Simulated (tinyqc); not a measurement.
What sets the screening length: static screening by free carriers.

kF = (3 pi^2 n/Mv)^(1/3), EF = c kF^2/m with c = hbar^2/2m0, n in 1/angstrom^3 (1e-24 per 1/cm^3), e2 = e^2/(4 pi eps0). Thomas-Fermi: qTF^2 = 6 pi e2 n/(eps EF). Debye: qD^2 = 4 pi e2 n/(eps kB T).

F_j(eta) = (1/Gamma(j + 1)) integral_0^infinity x^j dx/(1 + exp(x - eta)), which tends to exp(eta) for eta << 0.

At finite T: qs^2 = qD^2 F_-1/2(eta)/F_1/2(eta), where n = Mv N F_1/2(eta) and N = 2 (m kB T/(4 pi c))^(3/2) with c = hbar^2/2m0, in 1/angstrom^3; times 1e24 for 1/cm^3.

Constants: hbar^2/2m0 = 3.80998211 eV angstrom^2; e^2/(4 pi eps0) = 14.39964547 eV angstrom; kB = 8.617333262e-05 eV/K.

Parameters, chosen for this exercise (near those of InP; shifted at random, so the results belong to these values and not to a real crystal):

| symbol | value | unit | meaning |
|---|---|---|---|
| n | 3.1e+15 | 1/cm^3 | carrier density |
| m | 0.0794 | m0 | mass of one isotropic valley |
| Mv | 1 |  | valleys |
| eps | 12.4 |  | background dielectric constant |
| T | 200 | K |  |

All results formed anew.

One parameter was then changed.

Results before and after:

| case | Debye (angstrom) | Thomas-Fermi (angstrom) | finite T (angstrom) |
|---|---|---|---|
| base | 617.2 | 120.0 | 618.3 |
| changed | 617.2 | 105.2 | 618.0 |

Which of these changes was made? (a) n = 6.2e+15 1/cm^3; (b) eps = 14.88; (c) m = 0.1032 m0; (d) T = 260 K; (e) Mv = 2.

Answer: (c) m = 0.1032 m0. Of the candidates, run in turn, only this one gives the changed row.

All candidates:

| case | Debye (angstrom) | Thomas-Fermi (angstrom) | finite T (angstrom) |
|---|---|---|---|
| base | 617.2 | 120.0 | 618.3 |
| n = 6.2e+15 1/cm^3 | 436.5 | 106.9 | 438.0 |
| m = 0.1032 m0 | 617.2 | 105.2 | 618.0 |
| eps = 14.88 | 676.1 | 131.4 | 677.4 |
| T = 260 K | 703.8 | 120.0 | 704.6 |
| Mv = 2 | 617.2 | 95.21 | 617.8 |

Program tinyqc; command `OMP_NUM_THREADS=1 python tinyqc.py 1682582 1682583 out.jsonl`; about 0.01 s on one thread of a shared Intel(R) Xeon(R) Processor @ 2.30GHz.
